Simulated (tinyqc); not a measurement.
Read current of a NAND string, cells in series solved by shooting: one step of the calculation.

Cells in series, numbered from 0 at the source line (0 V) to the bit line, each followed by a gap resistance Rg. A cell with gate Vg, threshold VT, source Vs and drain Vd passes I = 2 nf K Vt^2 [F(Vs) - F(Vd)]/(1 + th max(Vg - VT, 0)), F(V) = ln^2(1 + exp((Vg - VT - nf V)/(2 nf Vt))). The selected cell has Vg = Vr, the others Vg = Vp.

Task. Node voltages for a trial current. For a trial current I start at 0 V and, cell by cell (the selected one is cell 2), solve for the drain: sqrt(F(Vd)) = sqrt(F(Vs) - I/k), k = 2 nf K Vt^2/(1 + th max(Vg - VT, 0)), Vd = [Vg - VT - 2 nf Vt ln(exp(sqrt F) - 1)]/nf, then add I Rg.

Inputs (values chosen for the exercise); values of the order met in vertical NAND strings: temperature T = 300 K; gain factor of a cell K = 3.8 uA/V^2; slope factor nf = 2; mobility reduction factor th = 0.1 1/V; resistance of the gap between cells Rg = 17 kohm; bit-line voltage Vbl = 0.5 V; pass voltage Vp = 6.6 V; read voltage on the selected word line Vr = 2.48 V.

Constants: q = 1.602176634e-19 C, kB = 1.380649e-23 J/K, Vt = kB T/q. Results are converted to the units shown.

first trial current = 0.42 uA

| cell | thresholds from the source end (V) |
|---|---|
| 0 | -1.9 |
| 1 | -1.9 |
| 2 | 1.2 |
| 3 | 3.4 |
| 4 | -1.9 |
| 5 | -1.9 |

Give: node voltage after each cell and gap, trial 1.

Result.

| cell | node voltage after each cell and gap, trial 1 (V) |
|---|---|
| 0 | 0.031264 |
| 1 | 0.062708 |
| 2 | 0.19043 |
| 3 | 0.25031 |
| 4 | 0.28309 |
| 5 | 0.31609 |

Program tinyqc, `OMP_NUM_THREADS=1 python tinyqc.py 2142171 2142172 out.jsonl`; Intel Xeon 2.30GHz, shared host, one thread, about 0.5 s.
